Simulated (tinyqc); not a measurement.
Electron continuity equation in a given potential, Scharfetter-Gummel discretisation: two steps of the calculation.

Steady state in one dimension: J = q mu n E + q D dn/dx with E = -dpsi/dx and D = mu Vt, dJ/dx = q (n/tau - G), fixed densities nL and nR at the ends. The potential is given, psi = U (x/L)^2, and is not changed by the electrons.

Inputs (values chosen for the exercise); mobility close to that of germanium at room temperature:
```
symbol   value        unit               meaning
T          325           K           temperature
mu        3900  cm^2/(V s)     electron mobility
L          1.1          um  length of the region
nL      1.8e15       cm^-3      density at x = 0
nR           0       cm^-3      density at x = L
```

Constants: q = 1.602176634e-19 C, kB = 1.380649e-23 J/K, Vt = kB T/q. Results are converted to the units shown.

Question 1. Bernoulli factors. d_i = (psi_(i+1) - psi_i)/Vt; B(d) = d/(exp(d) - 1), B(0) = 1. The flux on interval i is J_i = (q D/h) [n_(i+1) B(d_i) - n_i B(-d_i)].

psi, node 0 to 8 (V): 0.00000000  0.00484375  0.01937500  0.04359375  0.07750000  0.12109375  0.17437500  0.23734375  0.31000000

Find: d_i; B(d_i); B(-d_i).

Answer 1.

```
interval	d_i	B(d_i)	B(-d_i)
0	0.173	0.9160	1.089
1	0.519	0.7629	1.282
2	0.865	0.6292	1.494
3	1.211	0.5139	1.725
4	1.557	0.4159	1.972
5	1.902	0.3336	2.236
6	2.248	0.2654	2.514
7	2.594	0.2094	2.804
```

The largest |d_i| is 2.59, above 2, where central differences lose the sign pattern that keeps densities positive.

Question 2. Densities and current. B(d) = d/(exp(d) - 1) with d_i = (psi_(i+1) - psi_i)/Vt; b and f are the diagonal and right side of the balance equations. Solve B(-d_(i-1)) n_(i-1) + b_i n_i + B(d_i) n_(i+1) = f_i (end values already in f), then J_i = (q D/h) [n_(i+1) B(d_i) - n_i B(-d_i)], h = L/8, D = mu Vt.

```
interval	B(d_i)	B(-d_i)
0	0.91601548	1.0889674
1	0.76290634	1.2817622
2	0.62917445	1.4939342
3	0.51392708	1.7245907
4	0.41591486	1.9724824
5	0.33362417	2.2360957
6	0.26537850	2.5137539
7	0.20943673	2.8037160
```

```
node	diagonal b	right side f (cm^-3)
1	-2.2186325	-2.0138008e15
2	-2.2776954	-5.3659452e13
3	-2.3746200	-5.3659452e13
4	-2.5072643	-5.3659452e13
5	-2.6728653	-5.3659452e13
6	-2.8682329	-5.3659452e13
7	-3.0899493	-5.3659452e13
```

Give: n; J.

Answer 2.

n, node 0 to 8 (cm^-3): 1.800e15  1.221e15  9.121e14  7.285e14  6.102e14  5.287e14  4.677e14  3.979e14  0
J, interval 0 to 7 (in units of 1e3 A/cm^2): -1.071  -1.107  -1.151  -1.200  -1.252  -1.306  -1.362  -1.420

Range of the model: The drift velocity mu E exceeds 1e7 cm/s somewhere, where real mobilities no longer stay constant.

tinyqc, about 0.01 s, one thread, Intel Xeon 2.30GHz (shared host): `OMP_NUM_THREADS=1 python tinyqc.py 2220136 2220137 out.jsonl`
